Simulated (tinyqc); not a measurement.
# Frequency dispersion of an accumulation capacitance by border traps, distributed model: two studies

Traps spread evenly through the insulator exchange electrons with the semiconductor by tunnelling, with tau(x) = t0 exp(2 ka x) at depth x from the interface. The admittance per area Y seen at depth x obeys dY/dx = -Y^2/(i w eps0 eox) + q Nb ln(1 + i w tau)/tau, with Y(0) = i w Cs and w = 2 pi f; the gate sees Y(tox) = G + i w C. Working variable y = Y/(i w), in uF/cm^2. Cox = eps0 eox/tox.

Parameters, values chosen for the exercise; permittivity close to that of aluminium oxide: relative permittivity of the insulator eox = 8.24; insulator thickness tox = 9.7 nm; semiconductor capacitance in accumulation Cs = 5 uF/cm^2; density of border traps Nb = 8.6e18 cm^-3 eV^-1; decay constant of the wave function in the insulator ka = 5.9 1/nm; time constant of a trap at the interface t0 = 3e-10 s; frequency f = 1e5 Hz.

Constants: q = 1.602176634e-19 C, eps0 = 8.8541878128e-14 F/cm where lengths are in cm. Results are converted to the units shown.

Each table varies one quantity; the others keep the values above.

## Capacitance and loss against frequency

Cox; trap-free value 1/(1/Cox + 1/Cs); response depth d = ln(1/(w t0))/(2 ka), where w tau = 1; lumped estimate: all traps within d act as C_bt = q Nb d placed at d/2, so C = 1/{1/[1/(1/Cs + d/(2 eps0 eox)) + C_bt] + (tox - d/2)/(eps0 eox)}. C and G from a fine integration; dispersion -d C/d log10 f over C, from f times and over 1.1. For a broad spread of time constants G/w is close to -(pi/2) dC/d ln w.

The same in every row: trap-free C (uF/cm^2) = 0.6538.

Capacitance and loss against frequency:

| f (Hz) | d (nm) | C (uF/cm^2) | G/w (uF/cm^2) | dispersion (% a decade) | -(pi/2) dC/d ln w (uF/cm^2) | lumped C (uF/cm^2) |
|---|---|---|---|---|---|---|
| 10 | 1.507 | 0.6628 | 0.001277 | 0.2823 | 0.001276 | 0.6616 |
| 100 | 1.312 | 0.6610 | 0.001130 | 0.2503 | 0.001129 | 0.6600 |
| 1000 | 1.117 | 0.6595 | 9.902e-4 | 0.2198 | 9.890e-4 | 0.6587 |
| 10000 | 0.9220 | 0.6581 | 8.585e-4 | 0.1909 | 8.572e-4 | 0.6575 |
| 1e5 | 0.7268 | 0.6569 | 7.351e-4 | 0.1637 | 7.338e-4 | 0.6564 |
| 1e6 | 0.5317 | 0.6559 | 6.202e-4 | 0.1383 | 6.190e-4 | 0.6555 |
| 1e7 | 0.3365 | 0.6551 | 5.127e-4 | 0.1148 | 5.129e-4 | 0.6548 |

What does the table show?

C falls from 0.6628 to 0.6551 uF/cm^2, towards the trap-free 0.6538; each decade of frequency removes ln 10/(2 ka) = 0.195 nm from the response depth. The dispersion falls from 0.282 to 0.115 % a decade and G/w falls from 0.00128 to 5.13e-4 uF/cm^2. G/w stays at 1.00 times -(pi/2) dC/d ln w, the relation for a broad spread of time constants.

## Effect of the density of border traps

Same model as above.

The same in every row: d (nm) = 0.7268; trap-free C (uF/cm^2) = 0.6538.

Effect of the density of border traps:

| Nb (cm^-3 eV^-1) | C (uF/cm^2) | G/w (uF/cm^2) | dispersion (% a decade) | -(pi/2) dC/d ln w (uF/cm^2) | lumped C (uF/cm^2) |
|---|---|---|---|---|---|
| 1e18 | 0.6542 | 8.835e-5 | 0.01975 | 8.815e-5 | 0.6541 |
| 2e18 | 0.6545 | 1.759e-4 | 0.03931 | 1.755e-4 | 0.6544 |
| 6e18 | 0.6560 | 5.187e-4 | 0.1157 | 5.177e-4 | 0.6556 |
| 1e19 | 0.6574 | 8.497e-4 | 0.1891 | 8.482e-4 | 0.6568 |
| 3e19 | 0.6642 | 0.002345 | 0.5171 | 0.002343 | 0.6625 |
| 7e19 | 0.6761 | 0.004688 | 1.017 | 0.004689 | 0.6724 |
| 2e20 | 0.7041 | 0.008845 | 1.841 | 0.008843 | 0.6956 |
| 4e20 | 0.7295 | 0.01107 | 2.219 | 0.01105 | 0.7168 |

What does the comparison show?

As Nb goes from 1e18 to 4e20, C rises from 0.654 to 0.730 uF/cm^2, the dispersion rises from 0.0198 to 2.22 % a decade and G/w rises from 8.83e-5 to 0.0111 uF/cm^2. The lumped estimate is within 0.01 % of C in the first row and 1.8 % below it in the last. The dispersion goes as Nb^(0.99) between the first two rows and Nb^(0.27) between the last two: dense traps near the interface screen those behind them.

Program tinyqc, `OMP_NUM_THREADS=1 python tinyqc.py 2202164 2202165 out.jsonl`; Intel Xeon 2.30GHz, shared host, one thread, about 0.6 s.
